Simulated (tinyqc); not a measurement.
p-n diode with diffusion and depletion-layer recombination: two steps of the calculation.

Abrupt junction in the depletion approximation, low injection, full ionisation, neutral widths fixed, ohmic contact on the p side. Vj is the junction voltage; where a series resistance Rs is given, V = Vj + J Rs is the terminal voltage.

Values chosen for this exercise; band and dielectric values close to those of silicon: temperature T = 300 K; band gap Eg = 1.13 eV; conduction-band density of states at T Nc = 2.82e19 cm^-3; valence-band density of states at T Nv = 2.64e19 cm^-3; acceptor density Na = 7.9e16 cm^-3; donor density Nd = 2.3e17 cm^-3; electron mobility in the p side mun = 640 cm^2/(V s); hole mobility in the n side mup = 210 cm^2/(V s); electron lifetime tn = 1e-9 s; hole lifetime tp = 7e-8 s; neutral width of the p side wp = 4.3 um; neutral width of the n side wn = 5.4 um; recombination velocity at the n contact Sp = 30000 cm/s; series resistance Rs = 0.031 ohm cm^2; terminal voltage V = 0.61 V.

Constants: q = 1.602176634e-19 C, kB = 1.380649e-23 J/K, Vt = kB T/q. Results are converted to the units shown.

Task 1. Diffusion lengths and saturation currents. ni = sqrt(Nc Nv) exp(-Eg/(2 Vt)), Eg in volts; D = mu Vt; Ln = sqrt(Dn tn), Lp = sqrt(Dp tp); J0n = q ni^2 Dn coth(wp/Ln)/(Ln Na); J0p = (q ni^2 Dp/(Lp Nd)) (s + tanh(wn/Lp))/(1 + s tanh(wn/Lp)), s = Sp Lp/Dp.

Give: ni; Ln; Lp; J0n; J0p.

Result 1.

ni = 8.797e9 cm^-3
Ln = 1.286 um
Lp = 6.165 um
J0n = 2.024e-11 A/cm^2
J0p = 5.741e-13 A/cm^2

wp/Ln = 3.3 and wn/Lp = 0.88; electrons carry 97.2 % of the diffusion current.

Task 2. New Vj. Diffusion current alone: J = J0 (exp(Vj/Vt) - 1), g = Vj + J Rs - V, g' = 1 + Rs J0 exp(Vj/Vt)/Vt, Vj(new) = Vj - g/g'.

Vj after iteration 1 = 0.68388312 V
J0 = J0n + J0p = 2.0813308e-11 A/cm^2

Wanted: J; g; g'; Vj after iteration 2.

Result 2.

J = 6.4132 A/cm^2
g = 0.27269 V
g' = 8.6902
Vj after iteration 2 = 0.65250 V

tinyqc, about 0.01 s, one thread, Intel Xeon 2.30GHz (shared host): `OMP_NUM_THREADS=1 python tinyqc.py 2260134 2260135 out.jsonl`
